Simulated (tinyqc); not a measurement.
Avalanche multiplication and breakdown of a junction from ionisation integrals: one step, computed by the program tinyqc.

Ionisation coefficients follow the local field. Position x runs through the depletion layer from the p side (x = 0), where electrons enter, to the n side (x = w), where holes enter. The built-in voltage is neglected.

Task: On-resistance of the drift layer. R_on = w/(e mu N) with w the width at breakdown; figure of merit V_B^2/R_on; for a triangular field it equals eps eps_0 mu F_m^3/4.

Inputs (values chosen for the exercise, modelled on diamond): permittivity eps = 5.7; drift-layer mobility mu = 2100 cm^2/(V s); doping N of the lightly doped side = 5.4e+16 1/cm^3.

Junction: punch-through p+ n- n+.

width at breakdown = 2.4 micrometre

breakdown voltage = 619.6230 V

critical field F_m = 4.638893 MV/cm

Constants: e = 1.602176634e-19 C; eps_0 = 8.8541878128e-12 F/m.

Give: specific on-resistance; V_B^2/R_on; eps eps_0 mu F_m^3/4.

Result:

specific on-resistance = 0.01321 milliohm cm^2

V_B^2/R_on = 29065 MW/cm^2

eps eps_0 mu F_m^3/4 = 26450 MW/cm^2

The punch-through design reaches 1.10 times the triangular value at the same peak field; at fixed F_m the best ratio is 32/27 = 1.185.
